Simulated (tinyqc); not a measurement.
Worked calculation: two coupled magnetic layers: synthetic antiferromagnet, spin flop, exchange bias and magnetoresistance. Computed by tinyqc, a small Python program that keeps every step. Command: `OMP_NUM_THREADS=1 python tinyqc.py 3009708 3009709 out.jsonl saf walk`. One thread of a shared host (Intel(R) Xeon(R) Processor @ 2.30GHz), about 0.3 s of CPU time with the checks. Intermediate numbers are printed to about 7 digits and carried at full precision; extremes and crossings named in words are read from the listed rows.

Moments lie in the plane at the angles p1, p2 from the field. Energy per area: E = J1 cos(p1 - p2) + J2 cos^2(p1 - p2) - B M_s (t1 cos p1 + t2 cos p2) + K (t1 sin^2 p1 + t2 sin^2 p2).

Inputs (values chosen for the exercise, for a model stack):
```
quantity,value,unit
saturation magnetisation M_s,907,kA/m
thickness t1,3.4,nm
thickness t2,3,nm
antiferromagnetic coupling J1,0.75,mJ/m^2
biquadratic coupling J2,0,mJ/m^2
in-plane anisotropy K,3.3,kJ/m^3
field over the saturation field,0.73,-
spin polarisation P1,0.72,-
spin polarisation P2,0.76,-
"resistance-area product, parallel",2.4,ohm micrometre^2
exchange-bias energy J_ex,0.071,mJ/m^2
```

Field direction: along the easy axis.

## Saturation field

The parallel state is stable while the Hessian at p1 = p2 = 0 is positive: with c = J1 + 2 J2 and u = B M_s + 2K, (u t1 - c)(u t2 - c) > c^2, so B_sat M_s = c (1/t1 + 1/t2) - 2K. B_K = 2K/M_s.

exchange field c (1/t1 + 1/t2)/M_s = 518.8404 mT

B_K = 7.276736 mT

saturation field B_sat = 511.5637 mT

applied field B = 373.4415 mT

## Limit of the antiparallel state

With p1 = 0, p2 = 180 degrees and c2 = J1 - 2 J2 the Hessian is [[c2 + t1 (2K + b), -c2], [-c2, c2 + t2 (2K - b)]], b = B M_s; its determinant vanishes at the positive root of t1 t2 b^2 - c2 (t1 - t2) b - [2K c2 (t1 + t2) + 4 K^2 t1 t2] = 0.

stability limit B_sf of the antiparallel state = 80.17705 mT

Net moment and anisotropy together hold the collinear state up to 0.16 B_sat.

## Equilibrium at the field B

The lowest minimum of E over both angles (from five starts; of two mirror images the one with p1 >= 0, and for equal layers |p1| <= |p2|).

p1 = 39.82366 degrees

p2 = -46.63150 degrees

m/m_sat along B = 0.7298951

energy = -1.526027 mJ/m^2

The moments are canted, 86.5 degrees apart.

## Tunnel magnetoresistance against a free layer along B

Julliere: TMR = 2 P1 P2/(1 - P1 P2). Conductance G(theta) = G0 (1 + P1 P2 cos theta), so RA(theta) = RA_P (1 + P1 P2)/(1 + P1 P2 cos theta); theta = p2 for the layer next to the barrier.

TMR = 241.6961 %

RA, antiparallel = 8.200707 ohm micrometre^2

RA at this field = 2.699084 ohm micrometre^2

## Pinning of a single layer

A layer t1 on an antiferromagnet is shifted by B_ex = J_ex/(M_s t1).

bias field, single layer = 23.02354 mT

## Pinning of the pair

A rigid antiparallel pair has the net moment M_s (t1 - t2), so the same J_ex holds it up to J_ex/(M_s (t1 - t2)).

bias field, rigid pair = 195.7001 mT

Caution: at such fields the pair is no longer rigid.

## Magnetisation curve

The formulas are those given above.

Equilibrium states:
```
B/B_sat,B (mT),p1 (degrees),p2 (degrees),m/m_sat
0.02,10.2313,0.00000,-180.0000,0.062500
0.06,30.6938,0.00000,-180.0000,0.062500
0.12,61.3876,0.00000,-180.0000,0.062500
0.20,102.3127,51.87420,-107.9156,0.183793
0.30,153.4691,59.60621,-86.5205,0.297230
0.45,230.2036,55.95580,-71.0871,0.449347
0.60,306.9382,48.38230,-58.2114,0.599765
0.80,409.2509,34.24637,-39.6743,0.799935
0.95,485.9855,17.05264,-19.4153,0.949988
1.10,562.7200,0.00000,0.0000,1.000000
```

The collinear state is the lowest in 3 row(s), with m/m_sat = (t1 - t2)/(t1 + t2) = 0.062; then the moments are canted and close at B_sat. The largest gap between m/m_sat and B/B_sat in the canted rows is 0.016.

Checks made by the program: the energy against a grid over both angles (relative difference 5e-07).
